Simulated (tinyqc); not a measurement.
# Chemical-mechanical planarisation: Preston law, pattern density and step-height reduction, step by step

A worked calculation. Computed by tinyqc, a small Python program that keeps every step. Command: `OMP_NUM_THREADS=1 python tinyqc.py 3021062 3021063 out.jsonl cmp walk`. One thread of a shared host (Intel(R) Xeon(R) Processor @ 2.30GHz), about 0.01 s of CPU time with the checks. Intermediate numbers are printed to about 7 digits and carried at full precision; extremes and crossings named in words are read from the listed rows.

A row of 8 cells, repeated periodically, holds raised features that cover a share rho of each cell.

Inputs (values chosen for the exercise, close to those used for copper polishing):
```
quantity                          value  unit
Preston coefficient K           9.2e-14  1/Pa
pressure P                           29   kPa
platen and carrier speed             93   rpm
distance between the centres         20    cm
initial step height h0              380    nm
contact height h_c                  100    nm
film above the raised areas z0      740    nm
cell size                             1    mm
planarisation length                1.5    mm
polish time t                        41     s
```

local pattern densities, cell by cell: 0.2  0.6  0.5  0.5  0.7  0.5  0.4  0.6

## Blanket rate

With equal rotation speeds the relative speed is uniform, v = omega r_c; Preston rate R0 = K P v.

relative speed v = 1.947787 m/s

blanket rate R0 = 5.196697 nm/s

## Effective density

The stiff pad averages the density: rho_eff(i) = sum_j w_ij rho_j / sum_j w_ij, w = exp(-2 d^2/L^2), L the planarisation length and d the distance between cell centres, summed over all periodic images of cell j.

normalised weights (images included) for cells 0, 1, 2, ... apart: 0.5319070  0.2186735  0.0151942  0.0001784  0.0000007

effective densities: 0.3826433  0.4891259  0.5203657  0.5451828  0.6048975  0.5233333  0.4671751  0.4672764

Local densities span 0.2 to 0.7, effective ones 0.383 to 0.605.

## State at time t

While h > h_c only raised areas polish, at R0/rho_eff, until t_c = rho_eff (h0 - h_c)/R0. After that h = h_c exp(-(t - t_c)/tau), tau = rho_eff h_c/R0; low areas polish at R0 (1 - h/h_c) and raised areas at R0 [1 + (1 - rho_eff) h/(rho_eff h_c)]. Removed from raised areas after t_c: h0 - h_c + R0 (t - t_c) + (1 - rho_eff)(h_c - h); from low areas: R0 (t - t_c) - rho_eff (h_c - h). Film left = z0 less the removal from raised areas.

Cells:
```
cell    rho_eff   t_c (s)  step h (nm)  removed, raised (nm)  removed, low (nm)  film left on raised areas (nm)
1     0.3826433  20.61697      6.27731              443.7848           70.06208                        296.2152
2     0.4891259  26.35429     21.09726              396.4187           37.51594                        343.5813
3     0.5203657  28.03750     27.40304              382.1822           29.58521                        357.8178
4     0.5451828  29.37466     33.01756              370.8781           23.89571                        369.1219
5     0.6048975  32.59210     48.56216              344.0165           12.57867                        395.9835
6     0.5233333  28.19740     28.04674              380.8290           28.87571                        359.1710
7     0.4671751  25.17157     17.19243              406.3775           43.56992                        333.6225
8     0.4672764  25.17703     17.20945              406.3317           43.54111                        333.6683
```

range of film left across the row = 99.76827 nm

largest remaining step = 48.56216 nm

thinnest film left = 296.2152 nm

8 of 8 cells have reached contact. The cell with the lowest rho_eff has lost the most film from its raised areas.

## Local against global planarity over time

Times are multiples of h0/R0; the range is the largest minus the smallest removal from raised areas.

Steps and range (nm):
```
multiple     t (s)  largest step  smallest step  range across the row  mean removal from raised areas
0.10        7.3123      317.1794       280.6908               36.4886                         77.2275
0.20       14.6247      254.3589       181.3816               72.9773                        154.4550
0.30       21.9370      191.5383        83.5875              108.5305                        231.5656
0.45       32.9055       97.3434        18.8452              111.2830                        334.4367
0.60       43.8740       37.9374         4.2487               96.8227                        409.2250
0.80       58.4987       10.7998         0.5830               88.3637                        491.9503
1.00       73.1234        3.0744         0.0800               85.6219                        569.5102
1.30       95.0604        0.4670         0.0041               84.6386                        683.9406
1.70      124.3097        0.0378         0.0001               84.4715                        835.9962
```

Local steps shrink to 0.038 nm or less, but the range across the row reaches up to 111.3 nm among these rows and ends at 84.5 nm, against the limit (largest - smallest rho_eff) h0 = 84.5 nm: once flat, all cells polish alike and the difference stays. Evener density (dummy fill), a longer planarisation length or a smaller initial step reduces it. Caution: in the last rows the removal passes z0 somewhere, so they describe a thicker film than the one given.

Checks made by the program: volume removed per cell equals R0 t (relative difference below 1e-10).
